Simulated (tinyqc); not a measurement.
Standing waves and exposure in a photoresist film: one step. Intensity and exposure over the lowest period. Five cases, with inputs chosen for the exercise.

Problem. Nine depths from d - period to d. Without bleaching during the exposure the share of unexposed compound is m = exp(-C D I).

Normal incidence from air. Unexposed resist: N1 = n1 + i k1 with k1 = (A + B) lam/(4 pi), lam in micrometres. r01 = (1 - N1)/(1 + N1), t01 = 2/(1 + N1). Substrate Ns = ns + i ks: r12 = (N1 - Ns)/(N1 + Ns). With p = exp(2 pi i N1 d/lam), the field at depth z is E(z) = t01 [exp(2 pi i N1 z/lam) + r12 p^2 exp(-2 pi i N1 z/lam)]/(1 + r01 r12 p^2), the relative intensity I(z) = n1 |E(z)|^2 and the reflectance R = |(r01 + r12 p^2)/(1 + r01 r12 p^2)|^2.

Case 1.

Values chosen (a resist on Cu, indices near tabulated ones; the results hold for these values, not for the real material): d = 148 nm (resist thickness); lam = 193 nm (vacuum wavelength); C = 0.032 cm^2/mJ (exposure rate (Dill C)); D = 80 mJ/cm^2 (incident dose).

N1 = 1.6900000+0.0135154i
r12 = -0.003960-0.520680i
period = 57.1006 nm

Case 2.

Values chosen (a resist on Cu, indices near tabulated ones; the results hold for these values, not for the real material): d = 211 nm (resist thickness); lam = 193 nm (vacuum wavelength); C = 0.014 cm^2/mJ (exposure rate (Dill C)); D = 30 mJ/cm^2 (incident dose).

N1 = 1.6790000+0.0201196i
r12 = -0.017107-0.516639i
period = 57.4747 nm

Case 3.

Values chosen (a resist on Al, indices near tabulated ones; the results hold for these values, not for the real material): d = 509 nm (resist thickness); lam = 248 nm (vacuum wavelength); C = 0.04 cm^2/mJ (exposure rate (Dill C)); D = 20 mJ/cm^2 (incident dose).

N1 = 1.7830000+0.0096703i
r12 = -0.436937-0.831850i
period = 69.5457 nm

Case 4.

Values chosen (a resist on Al, indices near tabulated ones; the results hold for these values, not for the real material): d = 487 nm (resist thickness); lam = 248 nm (vacuum wavelength); C = 0.037 cm^2/mJ (exposure rate (Dill C)); D = 40 mJ/cm^2 (incident dose).

N1 = 1.7410000+0.0183537i
r12 = -0.440115-0.824270i
period = 71.2234 nm

Case 5.

Values chosen (a resist on Al, indices near tabulated ones; the results hold for these values, not for the real material): d = 616 nm (resist thickness); lam = 365 nm (vacuum wavelength); C = 0.037 cm^2/mJ (exposure rate (Dill C)); D = 20 mJ/cm^2 (incident dose).

N1 = 1.6800000+0.0232366i
r12 = -0.694203-0.621024i
period = 108.6310 nm

Give: Profile.

Solution.

Case 1.

Profile:

| z (nm) | I | m |
|---|---|---|
| 90.9 | 0.934 | 0.092 |
| 98.0 | 0.404 | 0.356 |
| 105.2 | 0.185 | 0.622 |
| 112.3 | 0.405 | 0.355 |
| 119.4 | 0.931 | 0.092 |
| 126.6 | 1.454 | 0.024 |
| 133.7 | 1.666 | 0.014 |
| 140.9 | 1.439 | 0.025 |
| 148.0 | 0.906 | 0.098 |

I runs from 0.185 to 1.666 on these points, so m runs from 0.014 to 0.622; the least exposed point listed lies 42.8 nm above the bottom.

Case 2.

Profile:

| z (nm) | I | m |
|---|---|---|
| 153.5 | 0.775 | 0.722 |
| 160.7 | 0.338 | 0.868 |
| 167.9 | 0.166 | 0.933 |
| 175.1 | 0.358 | 0.860 |
| 182.3 | 0.797 | 0.715 |
| 189.4 | 1.225 | 0.598 |
| 196.6 | 1.388 | 0.558 |
| 203.8 | 1.187 | 0.607 |
| 211.0 | 0.739 | 0.733 |

I runs from 0.166 to 1.388 on these points, so m runs from 0.558 to 0.933; the least exposed point listed lies 43.1 nm above the bottom.

Case 3.

Profile:

| z (nm) | I | m |
|---|---|---|
| 439.5 | 1.154 | 0.397 |
| 448.1 | 0.106 | 0.919 |
| 456.8 | 0.253 | 0.816 |
| 465.5 | 1.510 | 0.299 |
| 474.2 | 3.139 | 0.081 |
| 482.9 | 4.185 | 0.035 |
| 491.6 | 4.036 | 0.040 |
| 500.3 | 2.778 | 0.108 |
| 509.0 | 1.148 | 0.399 |

I runs from 0.106 to 4.185 on these points, so m runs from 0.035 to 0.919; the least exposed point listed lies 60.9 nm above the bottom.

Case 4.

Profile:

| z (nm) | I | m |
|---|---|---|
| 415.8 | 0.440 | 0.521 |
| 424.7 | 0.042 | 0.940 |
| 433.6 | 0.102 | 0.860 |
| 442.5 | 0.585 | 0.421 |
| 451.4 | 1.208 | 0.167 |
| 460.3 | 1.604 | 0.093 |
| 469.2 | 1.543 | 0.102 |
| 478.1 | 1.058 | 0.209 |
| 487.0 | 0.435 | 0.526 |

I runs from 0.042 to 1.604 on these points, so m runs from 0.093 to 0.940; the least exposed point listed lies 62.3 nm above the bottom.

Case 5.

Profile:

| z (nm) | I | m |
|---|---|---|
| 507.4 | 0.260 | 0.825 |
| 520.9 | 0.012 | 0.991 |
| 534.5 | 0.333 | 0.781 |
| 548.1 | 1.035 | 0.465 |
| 561.7 | 1.705 | 0.283 |
| 575.3 | 1.950 | 0.236 |
| 588.8 | 1.626 | 0.300 |
| 602.4 | 0.922 | 0.505 |
| 616.0 | 0.250 | 0.831 |

I runs from 0.012 to 1.950 on these points, so m runs from 0.236 to 0.991; the least exposed point listed lies 95.1 nm above the bottom.

Computed by tinyqc, one run a case: `OMP_NUM_THREADS=1 python tinyqc.py N N+1 out.jsonl` with N = 1681397, 1681516, 1681757, 1681971, 1682115; one thread of a shared Intel(R) Xeon(R) Processor @ 2.30GHz, about 0.01 s a run at most.
